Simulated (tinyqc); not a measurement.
What each setting does: recursion (Haydock) method for the local density of states: surface site of a square lattice.

One orbital a site at energy 0, hopping -t to the 4 nearest neighbours of a square lattice; the start u0 is a site in the outermost layer of a half crystal, with energy V. Recursion: a_n = <u_n|H|u_n>, b_(n+1) u_(n+1) = (H - a_n) u_n - b_n u_(n-1), b > 0. G(z) = 1/(z - a0 - b1^2/(z - a1 - b2^2/(...))), z = E + i eta. After n levels the tail is b_n^2 T with the square-root terminator T = (z - sqrt(z - 2b) sqrt(z + 2b))/(2 b^2), b = 2t so that the band edges lie at -/+ 4t.

Values chosen for the exercise:
```
symbol  value  unit  meaning
t       1.04   eV    hopping
V       0      eV    shift of the starting site
n       5            levels kept
E       -1.51  eV    energy
eta     0.052  eV    broadening
```

G at z = E + i eta with n levels and terminator. Each row changes one parameter from the base and keeps the others.

Results:
```
case            Re G (1/eV)  density (1/eV)
base                -0.2738          0.1551
t = 1.144 eV        -0.2313          0.1455
V = 0.5 eV          -0.3180          0.1147
n = 6               -0.2795          0.1540
E = -1.3 eV         -0.2434          0.1623
eta = 0.104 eV      -0.2679          0.1527
```

The largest shifts from the base row, up to three for each result and ties (the steps differ in size, so this ranks the rows, not the parameters). Re G (1/eV): V -0.0443, t +0.0424, E +0.0304. density (1/eV): V -0.0404, t -0.0095, E +0.0072.

Run: tinyqc, `OMP_NUM_THREADS=1 python tinyqc.py 1481835 1481836 out.jsonl`; Intel(R) Xeon(R) Processor @ 2.30GHz, one thread, shared host; about 0.01 s of CPU time with all checks.
